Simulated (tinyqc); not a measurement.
Off-state leakage of single and stacked transistors: one step of the calculation.

n-channel devices of unit width. Subthreshold current I(Vg, Vs, Vd) = I0 (T/300 K)^0.5 exp[(Vg - Vs - VT(T) - gb (Vs - Vb) + dd (Vd - Vs))/(nf Vt)] (1 - exp(-(Vd - Vs)/Vt)), VT(T) = VT - cT (T - 300 K). Gate-edge tunnelling Ig (Vd/1 V) exp(ag (Vd - 1 V)), for a gate at 0 V, and band-to-band leakage Ab u exp(-Bb/u), u = Vd - Vb + 1 V, flow at a drain held at V; both are taken as independent of T. In a stack of off transistors (all gates at 0 V) the same subthreshold current passes through each.

Task. Leakage of one transistor. Vg = Vs = 0, Vd = V; effective threshold VT(T) - gb Vb - dd V.

Parameters, values chosen for the exercise; values of the order met in bulk silicon logic transistors:
```
symbol  value       unit                                             meaning
T         300          K                                         temperature
V         0.9          V                                      supply voltage
VT       0.38          V        threshold at 300 K, zero drain and body bias
cT        0.9       mV/K              fall of the threshold with temperature
I0       0.37      uA/um                       current at threshold at 300 K
nf       1.29                                                   slope factor
dd       0.14                                drain-induced lowering per volt
gb       0.16             rise of the threshold per volt of source-body bias
Ig       6e-6      uA/um                 gate-edge tunnelling current at 1 V
ag        5.1        1/V               exponential slope of the gate current
Ab         70  uA/(um V)      prefactor of band-to-band leakage at the drain
Bb         19          V                             its exponential voltage
Vb          0          V                                        body voltage
```

Constants: q = 1.602176634e-19 C, kB = 1.380649e-23 J/K, Vt = kB T/q. Results are converted to the units shown.

Give: effective threshold; parts; total; shares.

Result.

effective threshold = 0.25400 V
parts (nA/um): subthreshold 0.18215, gate edge 0.0032427, band-to-band 6.0382
total = 6.2236 nA/um
shares (%): subthreshold 2.9268, gate edge 0.052103, band-to-band 97.021

The band-to-band part is the largest.

Computed by the program tinyqc: `OMP_NUM_THREADS=1 python tinyqc.py 2242018 2242019 out.jsonl`, one thread of a shared Intel Xeon 2.30GHz, about 0.05 s for the whole run.
